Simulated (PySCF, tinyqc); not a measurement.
Inside a calculation. Method: CID on RHF in the sto-3g basis, for H4, spin multiplicity 1. The lowest restricted solution is unstable here: a spin-polarised one lies 0.1157 hartree lower (PySCF). Computed by tinyqc, a small Python program that keeps every step (integrals from PySCF). Settings: charge = 0, multiplicity = 1, basis = sto-3g, method = RHF, energy threshold = 1e-10, iteration cap = 79, orthogonalisation = symmetric, start = Wolfsberg-Helmholz matrix, DIIS depth = 6, ci = CID. Command: `OMP_NUM_THREADS=1 python tinyqc.py 25904 25905 out.jsonl` (the two numbers bound the seeds that draw the settings). One thread of a shared host (Intel(R) Xeon(R) Processor @ 2.60GHz), about 0.05 s of CPU time with the checks. Later iterations appear only in the table of the cycle.

## One-electron integrals

Geometry (angstrom):
```
atom         x         y         z
H     0.000000  0.000000  0.000000
H     0.000000  0.000000  1.540000
H     0.000000  2.466000  0.000000
H     0.000000  2.466000  1.540000
```

Basis sto-3g: exponents (1/bohr^2) and contraction coefficients of normalised primitives:
```
element  l (shell)  exponent  coefficient
H            s (1)  3.425251     0.154329
H            s (1)  0.623914     0.535328
H            s (1)  0.168855     0.444635
```

Overlap, kinetic and nuclear-attraction integrals over the contracted functions; the nuclear repulsion is the sum of Za Zb / Rab.

nuclear repulsion = 1.48044736 hartree

overlap S, order 1H 1s, 2H 1s, 3H 1s, 4H 1s:
$$\begin{pmatrix}
1.000000 & 0.242416 & 0.052765 & 0.022165 \\
0.242416 & 1.000000 & 0.022165 & 0.052765 \\
0.052765 & 0.022165 & 1.000000 & 0.242416 \\
0.022165 & 0.052765 & 0.242416 & 1.000000
\end{pmatrix}$$

kinetic energy T (hartree), order 1H 1s, 2H 1s, 3H 1s, 4H 1s:
$$\begin{pmatrix}
0.760032 & 0.006458 & -0.010855 & -0.007433 \\
0.006458 & 0.760032 & -0.007433 & -0.010855 \\
-0.010855 & -0.007433 & 0.760032 & 0.006458 \\
-0.007433 & -0.010855 & 0.006458 & 0.760032
\end{pmatrix}$$

nuclear attraction V (hartree), order 1H 1s, 2H 1s, 3H 1s, 4H 1s:
$$\begin{pmatrix}
-1.965662 & -0.408622 & -0.077801 & -0.033256 \\
-0.408622 & -1.965662 & -0.033256 & -0.077801 \\
-0.077801 & -0.033256 & -1.965662 & -0.408622 \\
-0.033256 & -0.077801 & -0.408622 & -1.965662
\end{pmatrix}$$

core Hamiltonian H = T + V (hartree), order 1H 1s, 2H 1s, 3H 1s, 4H 1s:
$$\begin{pmatrix}
-1.205630 & -0.402163 & -0.088656 & -0.040689 \\
-0.402163 & -1.205630 & -0.040689 & -0.088656 \\
-0.088656 & -0.040689 & -1.205630 & -0.402163 \\
-0.040689 & -0.088656 & -0.402163 & -1.205630
\end{pmatrix}$$

## Two-electron integrals

Functions are numbered as in S; the eight-fold symmetry (ij|kl) = (ji|kl) = (kl|ij) leaves the list below.

Two-electron integrals (ij|kl) in chemists' order, unique and non-zero (hartree):
```
(11|11) 0.774606   (21|11) 0.128514   (21|21) 0.033063   (22|11) 0.337680
(22|21) 0.128514   (22|22) 0.774606   (31|11) 0.021882   (31|21) 0.004425
(31|22) 0.014039   (31|31) 0.001347   (32|11) 0.007479   (32|21) 0.002010
(32|22) 0.008151   (32|31) 0.000486   (32|32) 0.000228   (33|11) 0.214472
(33|21) 0.049320   (33|22) 0.181997   (33|31) 0.021882   (33|32) 0.008151
(33|33) 0.774606   (41|11) 0.008151   (41|21) 0.002010   (41|22) 0.007479
(41|31) 0.000486   (41|32) 0.000225   (41|33) 0.007479   (41|41) 0.000228
(42|11) 0.014039   (42|21) 0.004425   (42|22) 0.021882   (42|31) 0.000849
(42|32) 0.000486   (42|33) 0.014039   (42|41) 0.000486   (42|42) 0.001347
(43|11) 0.049320   (43|21) 0.012372   (43|22) 0.049320   (43|31) 0.004425
(43|32) 0.002010   (43|33) 0.128514   (43|41) 0.002010   (43|42) 0.004425
(43|43) 0.033063   (44|11) 0.181997   (44|21) 0.049320   (44|22) 0.214472
(44|31) 0.014039   (44|32) 0.007479   (44|33) 0.337680   (44|41) 0.008151
(44|42) 0.021882   (44|43) 0.128514   (44|44) 0.774606
```

## Orthogonalisation

S = U s U^T; symmetric (Loewdin) form X = U s^(-1/2) U^T, so that X^T S X = 1.

eigenvalues of S: [0.726984, 0.788185, 1.167485, 1.317346]

X, order 1H 1s, 2H 1s, 3H 1s, 4H 1s:
$$\begin{pmatrix}
1.023995 & -0.125615 & -0.025171 & -0.001944 \\
-0.125615 & 1.023995 & -0.001944 & -0.025171 \\
-0.025171 & -0.001944 & 1.023995 & -0.125615 \\
-0.001944 & -0.025171 & -0.125615 & 1.023995
\end{pmatrix}$$

## Starting guess

The start is the generalised Wolfsberg-Helmholz matrix (K = 1.75) built on H; D = 2 C_occ C_occ^T.

D at the start, order 1H 1s, 2H 1s, 3H 1s, 4H 1s:
$$\begin{pmatrix}
0.807822 & 0.807822 & -0.048720 & -0.048720 \\
0.807822 & 0.807822 & -0.048720 & -0.048720 \\
-0.048720 & -0.048720 & 0.807822 & 0.807822 \\
-0.048720 & -0.048720 & 0.807822 & 0.807822
\end{pmatrix}$$

## Iteration 1: building the Fock matrix

J_ij = sum D_kl (ij|kl), K_ij = sum D_kl (ik|jl); F = H + J - 0.5 K; E = tr D H + tr D J / 2 - 0.25 tr D K + E_nn.

Coulomb J (hartree), order 1H 1s, 2H 1s, 3H 1s, 4H 1s:
$$\begin{pmatrix}
1.501098 & 0.359468 & 0.072026 & 0.031606 \\
0.359468 & 1.501098 & 0.031606 & 0.072026 \\
0.072026 & 0.031606 & 1.501098 & 0.359468 \\
0.031606 & 0.072026 & 0.359468 & 1.501098
\end{pmatrix}$$

exchange K (hartree), order 1H 1s, 2H 1s, 3H 1s, 4H 1s:
$$\begin{pmatrix}
0.858591 & 0.506057 & 0.041852 & 0.031871 \\
0.506057 & 0.858591 & 0.031871 & 0.041852 \\
0.041852 & 0.031871 & 0.858591 & 0.506057 \\
0.031871 & 0.041852 & 0.506057 & 0.858591
\end{pmatrix}$$

Fock matrix F (hartree), order 1H 1s, 2H 1s, 3H 1s, 4H 1s:
$$\begin{pmatrix}
-0.133828 & -0.295723 & -0.037556 & -0.025019 \\
-0.295723 & -0.133828 & -0.025019 & -0.037556 \\
-0.037556 & -0.025019 & -0.133828 & -0.295723 \\
-0.025019 & -0.037556 & -0.295723 & -0.133828
\end{pmatrix}$$

total energy of this density = -1.79247455 hartree

## Iteration 1: diagonalisation and new density

Diagonalise F' = X^T F X, C = X C', fill 2 alpha and 2 beta electrons from the bottom; D = 2 C_occ C_occ^T. Each column has its largest component positive (the first on a tie).

F' = X^T F X (hartree):
$$\begin{pmatrix}
-0.064617 & -0.279335 & -0.027422 & -0.002200 \\
-0.279335 & -0.064617 & -0.002200 & -0.027422 \\
-0.027422 & -0.002200 & -0.064617 & -0.279335 \\
-0.002200 & -0.027422 & -0.279335 & -0.064617
\end{pmatrix}$$

orbital energies (hartree): MO1 -0.373574, MO2 -0.314331, MO3 0.189496, MO4 0.239940

coefficients C, order 1H 1s, 2H 1s, 3H 1s, 4H 1s:
$$\begin{pmatrix}
0.435632 & 0.462748 & 0.563191 & 0.586418 \\
0.435632 & 0.462748 & -0.563191 & -0.586418 \\
0.435632 & -0.462748 & 0.563191 & -0.586418 \\
0.435632 & -0.462748 & -0.563191 & 0.586418
\end{pmatrix}$$

D after iteration 1, order 1H 1s, 2H 1s, 3H 1s, 4H 1s:
$$\begin{pmatrix}
0.807822 & 0.807822 & -0.048720 & -0.048720 \\
0.807822 & 0.807822 & -0.048720 & -0.048720 \\
-0.048720 & -0.048720 & 0.807822 & 0.807822 \\
-0.048720 & -0.048720 & 0.807822 & 0.807822
\end{pmatrix}$$

## Iteration 2 (converged): orbitals

converged F (hartree), order 1H 1s, 2H 1s, 3H 1s, 4H 1s:
$$\begin{pmatrix}
-0.133828 & -0.295723 & -0.037556 & -0.025019 \\
-0.295723 & -0.133828 & -0.025019 & -0.037556 \\
-0.037556 & -0.025019 & -0.133828 & -0.295723 \\
-0.025019 & -0.037556 & -0.295723 & -0.133828
\end{pmatrix}$$

As before.

F' = X^T F X (hartree):
$$\begin{pmatrix}
-0.064617 & -0.279335 & -0.027422 & -0.002200 \\
-0.279335 & -0.064617 & -0.002200 & -0.027422 \\
-0.027422 & -0.002200 & -0.064617 & -0.279335 \\
-0.002200 & -0.027422 & -0.279335 & -0.064617
\end{pmatrix}$$

orbital energies (hartree): MO1 -0.373574, MO2 -0.314331, MO3 0.189496, MO4 0.239940

coefficients C, order 1H 1s, 2H 1s, 3H 1s, 4H 1s:
$$\begin{pmatrix}
0.435632 & 0.462748 & 0.563191 & 0.586418 \\
0.435632 & 0.462748 & -0.563191 & -0.586418 \\
0.435632 & -0.462748 & 0.563191 & -0.586418 \\
0.435632 & -0.462748 & -0.563191 & 0.586418
\end{pmatrix}$$

D after iteration 2, order 1H 1s, 2H 1s, 3H 1s, 4H 1s:
$$\begin{pmatrix}
0.807822 & 0.807822 & -0.048720 & -0.048720 \\
0.807822 & 0.807822 & -0.048720 & -0.048720 \\
-0.048720 & -0.048720 & 0.807822 & 0.807822 \\
-0.048720 & -0.048720 & 0.807822 & 0.807822
\end{pmatrix}$$

## Convergence

Stop when the energy changes by less than 1e-10 hartree and every element of the error matrix X^T (F D S - S D F) X is below 3e-06.

Course of the cycle:
```
iteration  E (hartree)    change  largest element of the error matrix
1          -1.79247455         -                             1.19e-15
2          -1.79247455  0.000000                             2.85e-16
```

PySCF RHF in the same basis = -1.79247455 hartree

Converged in 2 iterations.

## Populations, bond orders and dipole

Mulliken: Z minus the diagonal of D S on the atom; Loewdin: the same with S^(1/2) D S^(1/2); Mayer order: 2 sum_s sum (D(s) S)_ij (D(s) S)_ji over the two atoms.

Charges (e):
```
atom  Mulliken  Loewdin
1H    0.000000        0
2H           0        0
3H           0        0
4H           0        0
```

Mayer bond orders:
```
pair     order
2-1   1.000000
3-1          0
3-2          0
4-1          0
4-2          0
4-3   1.000000
```

dipole moment about the origin, x y z (debye): [0.000000, 0.000000, 0.000000]

## Integrals over molecular orbitals

(pq|rs) = sum C_ip C_jq C_kr C_ls (ij|kl), one index at a time.

one-electron integrals over orbitals h = C^T H C (hartree):
$$\begin{pmatrix}
-1.318665 & 0.000000 & 0.000000 & 0.000000 \\
0.000000 & -1.266353 & 0.000000 & 0.000000 \\
0.000000 & 0.000000 & -1.080247 & 0.000000 \\
0.000000 & 0.000000 & 0.000000 & -1.039225
\end{pmatrix}$$

Two-electron integrals over orbitals (pq|rs), unique and non-zero (hartree):
```
(11|11) 0.371359   (21|21) 0.174576   (22|11) 0.374154   (22|22) 0.378290
(31|31) 0.120814   (32|32) 0.109154   (33|11) 0.372956   (33|22) 0.376899
(33|33) 0.382922   (41|32) 0.107708   (41|41) 0.106284   (42|31) 0.124741
(42|42) 0.129316   (43|21) 0.179609   (43|43) 0.192157   (44|11) 0.376300
(44|22) 0.381082   (44|33) 0.386949   (44|44) 0.391602
```

## CID: determinants and Hamiltonian

Hartree-Fock energy = -1.79247455 hartree

Slater-Condon rules over spin orbitals, with the nuclear repulsion added and E(HF) subtracted on the diagonal. Only determinants linked to the reference directly or through others are kept (one block of an abelian symmetry group), so some states are absent.

Occupation strings over the orbitals (2 doubly, a alpha, b beta, 0 empty; spin orbitals ordered 1a 1b 2a 2b ...): 2200 aabb 2020 abab 2002 abba baab 0220 baba 0202 bbaa

H - E(HF) between determinants (hartree):
```
           2200       aabb       2020       abab       2002       abba       baab       0220
2200   0.000000  -0.017033   0.109154  -0.107708   0.129316   0.124741   0.124741   0.120814
aabb  -0.017033   0.470040   0.107708  -0.109154  -0.124741  -0.129316  -0.120814  -0.124741
2020   0.109154   0.107708   0.479576   0.071901   0.192157  -0.179609  -0.179609   0.174576
abab  -0.107708  -0.109154   0.071901   0.586643   0.179609  -0.192157  -0.174576   0.179609
2002   0.129316  -0.124741   0.192157   0.179609   0.612736  -0.054868  -0.054868   0.000000
abba   0.124741  -0.129316  -0.179609  -0.192157  -0.054868   0.621336   0.000000  -0.054868
baab   0.124741  -0.120814  -0.179609  -0.174576  -0.054868   0.000000   0.621336  -0.054868
0220   0.120814  -0.124741   0.174576   0.179609   0.000000  -0.054868  -0.054868   0.630225
baba  -0.107708  -0.106284   0.071901   0.000000   0.179609  -0.174576  -0.192157   0.179609
0202   0.106284   0.107708   0.000000   0.071901   0.174576  -0.179609  -0.179609   0.192157
bbaa  -0.017033   0.000000   0.107708  -0.106284  -0.124741  -0.120814  -0.129316  -0.124741

           baba       0202       bbaa
2200  -0.107708   0.106284  -0.017033
aabb  -0.106284   0.107708   0.000000
2020   0.071901   0.000000   0.107708
abab   0.000000   0.071901  -0.106284
2002   0.179609   0.174576  -0.124741
abba  -0.174576  -0.179609  -0.120814
baab  -0.192157  -0.179609  -0.129316
0220   0.179609   0.192157  -0.124741
baba   0.586643   0.071901  -0.109154
0202   0.071901   0.697354   0.107708
bbaa  -0.109154   0.107708   0.470040
```

## CID: roots

Diagonalise (each vector has its largest component positive (the first on a tie)); all determinants have Ms = 0, so triplets appear too. The lowest singlet root is the correlation energy.

lowest roots of this matrix, relative to E(HF) (hartree): [-0.167193, -0.001958, 0.004473, 0.469435, 0.553708, 0.579609, 0.622680, 0.628974]

lowest vectors, order 2200, aabb, 2020, abab, 2002, abba, baab, 0220, baba, 0202, bbaa:
$$\begin{pmatrix}
0.891235 & 0.016647 & 0.000000 & 0.000000 \\
0.006403 & -0.284154 & 0.408248 & 0.705451 \\
-0.188220 & 0.513239 & 0.000000 & 0.000000 \\
0.156142 & 0.143251 & 0.408248 & 0.023608 \\
-0.163225 & -0.438100 & 0.000000 & 0.000000 \\
-0.162546 & 0.140902 & 0.408248 & 0.042215 \\
-0.162546 & 0.140902 & 0.408248 & -0.042215 \\
-0.151249 & -0.421302 & 0.000000 & 0.000000 \\
0.156142 & 0.143251 & 0.408248 & -0.023608 \\
-0.138092 & 0.353053 & 0.000000 & 0.000000 \\
0.006403 & -0.284154 & 0.408248 & -0.705451
\end{pmatrix}$$

<S^2> of these roots: [0.000000, 0.000000, 6.000000, 2.000000, 0.000000, 2.000000, 0.000000, 2.000000]

weight of the ground state by excitation level 0, 1, 2, ...: [0.794300, 0.000000, 0.205700]

The reference has a weight of only 0.79: one determinant is a poor start here.
